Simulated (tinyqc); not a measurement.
One dielectric constant for an anisotropic host? Model: finite-size error of a charged defect in a periodic cell: Madelung and Makov-Payne terms. Computed by tinyqc, a small Python program. Command: `OMP_NUM_THREADS=1 python tinyqc.py 3000171 3000172 out.jsonl imagecharge walk`. One thread of a shared host (Intel(R) Xeon(R) Processor @ 2.30GHz), about 0.05 s of CPU time with the checks.

L is the cube root of the cell volume. The defect charge is a Gaussian, rho(r) = q (2 pi sigma^2)^(-3/2) exp(-r^2/2 sigma^2), repeated periodically in a uniform neutralising background and screened by a continuum. The model cell energy is E(L) = E_0 + [periodic - isolated electrostatic energy].

Inputs (values chosen for the exercise, for a model uniaxial host): charge q = -3 e; cell length L = 17.6 angstrom; dielectric constant eps_xy = 15.3; dielectric constant eps_z = 30.1; axis ratio c/a = 0.653.

Supercell lattice: hexagonal. Screening: uniaxial.

Constants: e^2/(4 pi eps_0) = 14.39964548 eV angstrom.

Method:
- Cell vectors: (1,0,0), (-1/2,sqrt(3)/2,0), (0,0,c/a), scaled to volume L^3.
- Ewald sum for a unit point charge: scale each Cartesian component of the cell by 1/sqrt(eps_i), giving R', G' and V'; E = [ (1/2) sum erfc(eta R')/R' + (2 pi/V') sum exp(-G'^2/4 eta^2)/G'^2 - eta/sqrt(pi) - pi/(2 V' eta^2) ] e^2/(4 pi eps_0) / sqrt(eps_x eps_y eps_z), over n_i = -6..6, omitting n = (0,0,0), eta = 2/V'^(1/3). alpha = -2 E eps_g L/(e^2/(4 pi eps_0)), eps_g = (eps_x eps_y eps_z)^(1/3).
- The same sum with an isotropic constant in place of the tensor, the means being taken over (eps_xy, eps_xy, eps_z); errors against the tensor result.

cell vectors (rows) (angstrom):
$$\begin{pmatrix}
21.2829 & 0.0000 & 0.0000 \\
-10.6415 & 18.4316 & 0.0000 \\
0.0000 & 0.0000 & 13.8978
\end{pmatrix}$$

point-charge correction -q^2 E = 0.453726 eV

Point-charge correction:
```
constant          value  correction (eV)  error (meV)
eps_xy           15.300          0.65974       206.02
eps_z            30.100          0.33535      -118.37
arithmetic mean  20.233          0.49888        45.16
geometric mean   19.171          0.52652        72.80
harmonic mean    18.299          0.55161        97.89
```

The tensor gives 0.4537 eV. Closest is arithmetic mean (+45.2 meV) and furthest eps_xy (+206.0 meV); anisotropy also changes the effective shape of the cell, which no single constant captures.
